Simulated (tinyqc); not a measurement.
Square on-chip spiral inductor, lumped pi model: two steps of the calculation.

Outer diameter do = di + 2 n wd + 2 (n - 1) sp, mean da = (do + di)/2, fill p = (do - di)/(do + di), length l = 4 n da. L = 2.34 mu0 n^2 da/(1 + 2.75 p), mu0 = 4 pi 1e-7 H/m. Rs = rho l/(wd delta (1 - exp(-th/delta))), delta = sqrt(rho/(pi f mu0)). Cs = n wd^2 eps0 eo/hu across the coil. At each end Cox = l wd eps0 eo/(2 ho) leads to the substrate branch Rsi = 2 rs he/(l wd) in parallel with Csi = l wd eps0 11.7/(2 he). With one end grounded Y = 1/(Rs + i w L) + i w Cs + 1/[1/(i w Cox) + 1/(1/Rsi + i w Csi)], w = 2 pi f; Q = -Im Y/Re Y. Eddy currents in neighbouring turns and in the substrate are left out.

Inputs (values chosen for the exercise); values of the order met in silicon radio-frequency processes:

| symbol | value | unit | meaning |
|---|---|---|---|
| n | 4.5 |  | number of turns |
| wd | 20 | um | line width |
| sp | 1.5 | um | space between turns |
| di | 140 | um | inner diameter |
| th | 3.4 | um | metal thickness |
| rho | 2.2 | uohm cm | metal resistivity |
| ho | 7.6 | um | oxide below the coil |
| hu | 0.8 | um | oxide between coil and underpass |
| eo | 3 |  | relative permittivity of the oxide |
| rs | 1000 | ohm cm | substrate resistivity |
| he | 50 | um | effective spreading depth in the substrate |
| f | 4.1 | GHz | frequency |

Constants: eps0 = 8.8541878128e-12 F/m. Results are converted to the units shown.

Task 1. Geometry and model elements. do, l, L, delta, Rs, Cs, Cox, Rsi and Csi as defined.

Give: do; l; L; delta; Rs; Cs; Cox; Rsi; Csi.

Result 1.

do = 330.5 um
l = 4234 um
L = 6.628 nH
delta = 1.166 um
Rs = 4.224 ohm
Cs = 59.77 fF
Cox = 148.0 fF
Rsi = 1.181e4 ohm
Csi = 87.73 fF

Task 2. Admittance, quality factor and apparent inductance. Series branch 1/(Rs + i w L), substrate branch, total Y, Q = -Im Y/Re Y, apparent inductance Im(1/Y)/w, metal-only value w L/Rs, share of the loss in the substrate Re(substrate branch)/Re Y.

L = 6.6281116 nH
Rs = 4.2240037 ohm
Cs = 59.765768 fF
Cox = 147.99891 fF
Rsi = 11807.770 ohm
Csi = 87.733756 fF

Give: series branch; substrate branch; Y; Q; apparent inductance; w L/Rs; share of the loss in the substrate.

Result 2.

series branch = 0.145-5.853i mS
substrate branch = 0.033+1.419i mS
Y = 0.178-2.894i mS
Q = 16.24
apparent inductance = 13.36 nH
w L/Rs = 40.42
share of the loss in the substrate = 18.73 %

Q is 40.2 % of the metal-only value.

tinyqc, about 0.01 s, one thread, Intel Xeon 2.30GHz (shared host): `OMP_NUM_THREADS=1 python tinyqc.py 2302164 2302165 out.jsonl`
